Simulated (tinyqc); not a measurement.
Rate against the binding of B: microkinetic model of a Langmuir-Hinshelwood surface reaction A + (1/2) B2 = AB with Bronsted-Evans-Polanyi barriers. Computed by tinyqc, a small Python program. Command: `OMP_NUM_THREADS=1 python tinyqc.py 3009396 3009397 out.jsonl microkin walk`. One thread of a shared host (Intel(R) Xeon(R) Processor @ 2.30GHz), about 0.01 s of CPU time with the checks.

A adsorbs in equilibrium; B2 dissociates irreversibly on two free sites; adsorbed A and B react irreversibly and AB leaves at once. theta_A + theta_B + theta_* = 1.

Inputs (values chosen for the exercise, for a model catalyst):
```
quantity,value,unit
"adsorption energy of A, E_A",-1.38,eV
"entropy loss of A, S_A",1.4,meV/K
"entropy loss of B2, S_B",1.5,meV/K
slope a1 of the dissociation barrier,0.46,-
intercept b1,1.5,eV
slope a2 of the reaction barrier,0.47,-
intercept b2,0.31,eV
pressure p_A,0.035,bar
pressure p_B,0.33,bar
temperature T,750,K
```

Constants: k_B = 8.617333262e-05 eV/K; hbar = 6.582119569e-16 eV s.

Method. K_A = exp(-(E_A + T S_A)/(k_B T)) per bar; barriers E1 = max(b1 + a1 2 E_B, 0), E2 = b2 - a2 (E_A + E_B); k1 = (k_B T/h) exp(-S_B/k_B) exp(-E1/(k_B T)) per bar, k2 = (k_B T/h) exp(-E2/(k_B T)), h = 2 pi hbar. theta_A = K_A p_A theta_*; 2 k1 p_B theta_*^2 = k2 theta_A theta_B, so theta_B = w theta_* with w = 2 k1 p_B/(k2 K_A p_A); theta_* = 1/(1 + K_A p_A + w); rate r = k2 theta_A theta_B.

Changing E_B at fixed E_A:
```
E_B (eV),E1 (eV),E2 (eV),theta_*,theta_A,theta_B,log10 r
-2.40,0,2.0866,3.0224e-06,1.7455e-05,9.9998e-01,-5.5855
-2.10,0,1.9456,2.6777e-05,1.5464e-04,9.9982e-01,-3.6907
-1.80,0,1.8046,2.3693e-04,1.3683e-03,9.9839e-01,-1.7970
-1.50,0.12,1.6636,1.2338e-02,7.1255e-02,9.1641e-01,0.8299
-1.25,0.35,1.5461,1.4048e-01,8.1129e-01,4.8234e-02,1.3971
-1.00,0.58,1.4286,1.4756e-01,8.5220e-01,2.3422e-04,-0.1057
-0.75,0.81,1.3111,1.4760e-01,8.5240e-01,1.0830e-06,-1.6510
-0.50,1.04,1.1936,1.4760e-01,8.5240e-01,5.0064e-09,-3.1966
-0.25,1.27,1.0761,1.4760e-01,8.5240e-01,2.3144e-11,-4.7421
0.00,1.50,0.9586,1.4760e-01,8.5240e-01,1.0699e-13,-6.2876
```

What follows from these numbers?

The rate is highest at E_B = -1.25 eV among these rows, where theta_B = 0.048. On the weak-binding side log10 r falls by 6.2 per eV, from the dissociation barrier (2 a1/(k_B T ln 10) = 6.2). On the strong-binding side B fills the surface and the rate falls again: the Sabatier volcano.

Extremes, crossings and ranges named in words are read from the listed rows.
